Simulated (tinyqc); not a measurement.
From one set of inputs to another, one input at a time: grain-boundary trapping model (Seto) of a polycrystalline semiconductor film. Computed by tinyqc, a small Python program. Command: `OMP_NUM_THREADS=1 python tinyqc.py 3026879 3026880 out.jsonl poly ladder`. One thread of a shared host (Intel(R) Xeon(R) Processor @ 2.30GHz), about 0.01 s of CPU time with the checks.

Grains of equal size L are joined by thin boundaries with one trap level. Trapped carriers deplete a width W on each side and raise a barrier, crossed by thermionic emission. Dopants are fully ionised, statistics are non-degenerate and mu_g does not depend on T.

The inputs printed are set A. Set A is modelled on polycrystalline SiGe; the values taken over come from a set modelled on polycrystalline ZnO. Inputs not listed in the table keep their values of set A, so the rows need not describe a real material.

Inputs (values chosen for the exercise, modelled on polycrystalline SiGe):
```
quantity,value,unit
permittivity eps,13.5,-
effective mass m,0.31,m_0
"effective density of states at 300 K, N_c",1.5e+19,1/cm^3
grain size L,280,nm
trap density Q_t,2.5e+12,1/cm^2
trap level E_t below the band edge,0.28,eV
doping N,1e+18,1/cm^3
mobility inside the grains mu_g,180,cm^2/(V s)
temperature T,300,K
```

Grain interior: resistance included.

Constants: k_B = 8.617333262e-05 eV/K; e = 1.602176634e-19 C; eps_0 = 8.8541878128e-12 F/m; m_0 = 9.1093837015e-31 kg; k_B = 1.380649e-23 J/K.

Method. N_c(T) = N_c (T/300 K)^(3/2). Filled traps Q = Q_t/(1 + (1/2) exp((E_t* - E_F)/k_B T)), where E_t* = e V_B - E_t and E_F are counted from the band edge at the grain centre. Partial depletion: Q = 2 N W, V_B = e N W^2/(2 eps eps_0), E_F = k_B T ln(N/N_c); solve for W. If that W would exceed L/2 the grain is fully depleted: W = L/2, Q = N L, and E_F follows from the trap equation. Centre density n_0 = N_c exp(E_F/k_B T). Boundary: sigma_b = L e^2 n_0 exp(-e V_B/k_B T)/sqrt(2 pi m k_B T); drift through the grain, depleted parts included: rho_g = [(1 - 2W/L) + (2W/L) int_0^1 exp(y^2 s^2) ds]/(e n_0 mu_g); rho = 1/sigma_b + rho_g. Mean carrier density n_av = n_0 [(1 - 2W/L) + (2W/L) (sqrt(pi)/2) erf(y)/y], y = sqrt(e V_B/k_B T); effective mobility 1/(e n_av rho).

Each row keeps all changes above it:
```
input moved,from,to,effective mobility (cm^2/(V s)),barrier V_B (V),mean carrier density (1/cm^3)
set A,-,-,54.31,0.10306,9.5055e+17
trap density Q_t (1/cm^2),2.5e+12,1.3e+12,161.74,0.02829,9.8744e+17
mobility inside the grains mu_g (cm^2/(V s)),180,120,111.21,0.02829,9.8744e+17
effective mass m (m_0),0.31,0.28,111.55,0.02829,9.8744e+17
permittivity eps,13.5,8.3,103.46,0.04597,9.8261e+17
doping N (1/cm^3),1e+18,8.5e+17,97.66,0.05403,8.3090e+17
temperature T (K),300,200,76.62,0.05418,8.2650e+17
trap level E_t below the band edge (eV),0.28,0.25,76.63,0.05418,8.2650e+17
```

Where does the difference come from?

Effective mobility goes from 54.3 to 76.6, a factor 1.41 in all. The largest single move comes from trap density Q_t (a factor 2.98), and mobility inside the grains mu_g works against it (a factor 0.688). Barrier V_B goes from 0.103 to 0.0542, a factor 0.526 in all. The largest single move comes from trap density Q_t (a factor 0.274), and permittivity eps works against it (a factor 1.63). Mean carrier density goes from 9.51e17 to 8.26e17, a factor 0.869 in all. The largest single move comes from doping N (a factor 0.846), and trap density Q_t works against it (a factor 1.04). The single moves hold for this order of the switches; the total does not depend on the order.

Caution (rows trap density Q_t, mobility inside the grains mu_g, effective mass m, permittivity eps): e V_B is below 2 k_B T, where the depletion approximation fails and the mean density does not balance the trapped charge.

Extremes, crossings and ranges named in words are read from the listed rows.
